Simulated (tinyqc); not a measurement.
Complex band structure along [001] in sp3s* tight binding, step by step. Values are carried at full precision from step to step, so a last printed digit may differ when a step is redone from the rounded ones.

For k = (0, 0, kz) the phase sums are g0 = cos(phi) and g3 = i sin(phi), phi = kz a/4, and the s, pz, s* orbitals of anion (a) and cation (c) decouple from px, py. With z = exp(i phi), H(z) = H0 + z T + T^T/z for any complex z. H0 is diagonal (Esa, Epa, Exa, Esc, Epc, Exc). The anion-cation block is B(z) = z U + W/z and the cation-anion block z W^T + U^T/z, where U has Vss/2 (s,s), Vsapc/2 (s,z), -Vscpa/2 (z,s), Vxx/2 (z,z), Vxapc/2 (s*,z), -Vpaxc/2 (z,s*), and W has the same values with the s-z and s*-z signs reversed. |z| = 1 is a band state, |z| < 1 decays along [001] as exp(-kappa d) over a distance d, kappa = -(4/a) ln|z|. No spin-orbit coupling.

Inputs chosen for the exercise (out of a larger set: near a published set for Ge, fitted to gaps, whose masses and valley positions are rough (light masses up to twice too heavy); not measured data): p = (-5.894, 1.613, -5.894, 1.613, 6.413, 6.413, -6.789, 1.615, 4.888, 5.481, 5.481, 5.239, 5.239) eV (order Esa, Epa, Esc, Epc, Exa, Exc, Vss, Vxx, Vxy, Vsapc, Vscpa, Vxapc, Vpaxc); dE = 0.61 eV (E - Ev); a = 5.653 angstrom (lattice constant).

## The layer matrices

Parameters in the order Esa, Epa, Esc, Epc, Exa, Exc, Vss, Vxx, Vxy, Vsapc, Vscpa, Vxapc, Vpaxc. Form H0 and T.

diagonal of H0 (eV): sa -5.8940, za 1.6130, s*a 6.4130, sc -5.8940, zc 1.6130, s*c 6.4130

T (eV):
```
          sa      za      s*a       sc      zc      s*c
sa    0.0000  0.0000   0.0000  -3.3945  2.7405   0.0000
za    0.0000  0.0000   0.0000  -2.7405  0.8075  -2.6195
s*a   0.0000  0.0000   0.0000   0.0000  2.6195   0.0000
sc   -3.3945  2.7405   0.0000   0.0000  0.0000   0.0000
zc   -2.7405  0.8075  -2.6195   0.0000  0.0000   0.0000
s*c   0.0000  2.6195   0.0000   0.0000  0.0000   0.0000
```

## Edges at Gamma

At z = 1 the levels follow from the blocks [[Esa, Vss], [Vss, Esc]] and [[Epa, Vxx], [Vxx, Epc]]: Ev is the lower p root, and the direct gap ends at the lower of the upper roots.

Ev = -0.0020 eV
EG (direct gap) = 0.8970 eV

## Complex wave vectors at one energy in the gap

Solve det(H0 - E + z T + T^T/z) = 0 with E = Ev + dE, as the linear problem [[0, 1], [-T^T, E - H0]] x = z [[1, 0], [0, T]] x. Roots come as z, -z, 1/z and conjugates; list those with 0 < |z| < 1 and Re z, Im z >= 0, by falling |z|. Re kz = arg(z)/(pi/2) in units of 2 pi/a, kappa = -(4/a) ln|z|.

Decaying roots:

| Re z | Im z | \|z\| | Re kz (2 pi/a) | kappa (1/angstrom) |
|---|---|---|---|---|
| 0.9255 | 0.0000 | 0.9255 | 0.0000 | 0.0548 |
| 0.2293 | 0.7115 | 0.7475 | 0.8015 | 0.2059 |

The slowest root has kappa = 0.0548 1/angstrom at Re kz = 0.000: a purely imaginary k at Gamma. The probability falls by exp(-2 kappa d), a factor 2.99 over 1 nm.

## The px, py block

For px and py the determinant gives (E - Epa)(E - Epc) = Vxx^2 cos^2(phi) + Vxy^2 sin^2(phi). With phi = i kappa a/4 this is sinh^2(kappa a/4) = ((E - Epa)(E - Epc) - Vxx^2)/(Vxx^2 - Vxy^2), E = Ev + dE. Parameters in the order Esa, Epa, Esc, Epc, Exa, Exc, Vss, Vxx, Vxy, Vsapc, Vscpa, Vxapc, Vpaxc.

sinh^2(kappa a/4) = 0.07509
kappa of the heavy-hole branch = 0.1915 1/angstrom

This branch decays faster than the slowest root of the s-pz block (0.0548), by a factor 3.50 in kappa.

## Checks

- Largest distance of a level of the 6 x 6 block at kz = 0.37 (2 pi/a) from a level of the full matrix, against zero (eV): both 0.000000.

Program tinyqc; command `OMP_NUM_THREADS=1 python tinyqc.py 1450428 1450429 out.jsonl`; about 0.02 s on one thread of a shared Intel(R) Xeon(R) Processor @ 2.30GHz.
